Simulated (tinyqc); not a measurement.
# Changing the second-pair interaction V2

Model: cluster expansion of a binary alloy: correlations, fit, cross-validation and ground states. Computed by tinyqc, a small Python program. Command: `OMP_NUM_THREADS=1 python tinyqc.py 3020387 3020388 out.jsonl clex sweep`. One thread of a shared host (Intel(R) Xeon(R) Processor @ 2.30GHz), about 0.07 s of CPU time with the checks.

s = +1 for A and -1 for B. Energy per site E = J0 + J1 P(point) + sum over clusters of m V P, with P the mean product of spins; V > 0 on a pair favours unlike neighbours. Clusters per site m: pair 1 2, pair 2 2, pair 3 2, triplet 4; the triplet is two first-neighbour bonds at a right angle. Formation energies are counted from the line between pure A and pure B, which removes J0 and J1.

Inputs (values chosen for the exercise, for a model alloy):
```
quantity                   value      unit
first-pair interaction V1  -10.1       meV
third-pair interaction V3   0.64       meV
triplet interaction Vt       2.1       meV
noise amplitude              1.5  meV/site
temperature T               1100         K
fraction x of B              0.3         -
```

Lattice: square.

correlations P, counted on periodic cells:
```
                       point     pair 1     pair 2     pair 3    triplet
A                   1.000000   1.000000   1.000000   1.000000   1.000000
A3B p(2x2)          0.500000   0.000000   0.000000   1.000000  -0.500000
A3B c(4x2)          0.500000   0.000000   0.000000   0.500000  -0.500000
A2B diagonal rows   0.333333  -0.333333   0.333333  -0.333333  -0.333333
A2B rows            0.333333   0.333333  -0.333333   0.333333   0.333333
AB c(2x2)           0.000000  -1.000000   1.000000   1.000000   0.000000
AB p(2x1)           0.000000   0.000000  -1.000000   1.000000   0.000000
A2B2 rows           0.000000   0.500000   0.000000   0.000000   0.000000
AB2 diagonal rows  -0.333333  -0.333333   0.333333  -0.333333   0.333333
AB2 rows           -0.333333   0.333333  -0.333333   0.333333  -0.333333
AB3 p(2x2)         -0.500000   0.000000   0.000000   1.000000   0.500000
AB3 c(4x2)         -0.500000   0.000000   0.000000   0.500000   0.500000
B                  -1.000000   1.000000   1.000000   1.000000  -1.000000
```

standard normal numbers for the noise (0 for the pure ends): A 0.000, A3B p(2x2) 1.365, A3B c(4x2) 0.077, A2B diagonal rows 0.015, A2B rows -0.549, AB c(2x2) -1.656, AB p(2x1) 1.035, A2B2 rows 0.632, AB2 diagonal rows -0.672, AB2 rows -0.485, AB3 p(2x2) 0.862, AB3 c(4x2) 1.357, B 0.000

Constants: k_B = 8.617333262e-05 eV/K.

Method:
- Design matrix of formation energies: m (P - 1) for pairs and m (P(triplet) - P(point)) for the triplet; x = (1 - P(point))/2.
- Exact: X V with V = (V1, V2, V3, Vt). The data to fit add the noise amplitude times the normal numbers, standing for what the clusters leave out.
- Leave out pair 3: A = X^T X and b = X^T E (E being the data with noise) over these three columns; solve A V = b. The root-mean-square error runs over the structures between the pure ends.
- For each set, H = X (X^T X)^-1 X^T over the structures between the ends; residual e = E - H E; leave-one-out error e_i/(1 - H_ii); both as root mean squares.
- Height above the hull = E less the lowest straight line between two structures that bracket x (or the lowest structure at the same x). The three-term fit is X V with the fitted values.
- Random alloy: P(pair) = p^2, P(triplet) = p^3, p = 1 - 2x, so H_mix = (p^2 - 1) sum m V(pairs) + (p^3 - p) m Vt; G_mix = H_mix + k_B T [x ln x + (1 - x) ln(1 - x)]. To first order in 1/T the Warren-Cowley parameter of shell 1 is alpha_1 = -(1 - p^2) V_eff/(k_B T), V_eff = V1 + (number of triplets on a first-neighbour bond) p Vt, that number being 4.

One run for each value; columns: (1) second-pair interaction V2 (meV); (2) lowest exact formation energy (meV/site); (3) mixing enthalpy H_mix (meV/site); (4) leave-one-out error without pair 3 (meV/site):
```
(1)     (2)      (3)     (4)
-8.1    0.0  26.6784  1.9488
-6.1    0.0  23.3184  1.9488
-4.0    0.0  19.7904  1.9488
-2.0    0.0  16.4304  1.9488
0.0     0.0  13.0704  1.9488
2.0     0.0   9.7104  1.9488
4.0     0.0   6.3504  1.9488
6.1    -4.2   2.8224  1.9488
8.1   -12.2  -0.5376  1.9488
```

Over the rows, lowest exact formation energy (meV/site) falls from 0 to -12.2, flat over part of the range; mixing enthalpy H_mix (meV/site) falls from 26.7 to -0.538; leave-one-out error without pair 3 (meV/site) does not change.

Extremes, crossings and ranges named in words are read from the listed rows.
